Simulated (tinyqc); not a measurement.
Bandgap voltage reference from two bipolar transistors: two steps of the calculation.

Two transistors of area 1 and N carry the same current I. Is(T) = Is (T/T0)^eta exp[(Vg0 q/kB)(1/T0 - 1/T)], VBE1 = Vt ln(I/Is(T)) + I rb, VBE2 = Vt ln(I/(N Is(T))) + I rb/N. The amplifier forces I R1(T) = VBE1 - VBE2 + Vos, with R(T) = R (1 + tc (T - T0)) for both resistors, and the output is Vref = VBE1 + I R2(T). Base currents and the Early effect are neglected.

Values chosen for this exercise; values of the order met in silicon bipolar transistors: reference temperature T0 = 300 K; band-gap voltage extrapolated to 0 K Vg0 = 1.193 V; temperature exponent of the saturation current eta = 3.7; saturation current of the unit transistor at T0 Is = 1.2e-18 A; area ratio of the second transistor N = 15; resistor across which the difference of VBE falls, at T0 R1 = 4.4 kohm; temperature coefficient of both resistors tc = 300 ppm/K; offset of the amplifier Vos = 2.5 mV; series resistance of the unit transistor rb = 83 ohm; output resistor at T0 R2 = 30.73 kohm.

Constants: q = 1.602176634e-19 C, kB = 1.380649e-23 J/K. Results are converted to the units shown.

Question 1. Operating point at the reference temperature. Vt = kB T/q; I = (Vt ln N + Vos)/(R1(T) - rb (1 - 1/N)). Evaluate at T = T0.

Find: Vt; I; Is(T); VBE1; I R2; Vref.

Answer 1.

Vt = 0.02585 V
I = 16.77 uA
Is(T) = 1.200e-18 A
VBE1 = 0.7839 V
I R2 = 0.5155 V
Vref = 1.299 V

Question 2. Resistor for zero slope at T0, ideal case. With tc = 0, Vos = 0 and rb = 0 the current is proportional to T, dVBE/dT = (VBE - Vg0 - (eta - 1) Vt)/T, and Vref has zero slope at T0 when Vref = Vg0 + (eta - 1) Vt0. Find VBE1, its slope, that Vref, R2/R1 and the curvature d2Vref/dT2 = -(eta - 1) kB/(q T0).

Find: VBE1; dVBE/dT; Vref; R2/R1; curvature.

Answer 2.

VBE1 = 0.78114 V
dVBE/dT = -1.6055 mV/K
Vref = 1.2628 V
R2/R1 = 6.8801
curvature = -0.77556 uV/K^2

Program tinyqc, `OMP_NUM_THREADS=1 python tinyqc.py 2062088 2062089 out.jsonl`; Intel Xeon 2.30GHz, shared host, one thread, about 0.02 s.
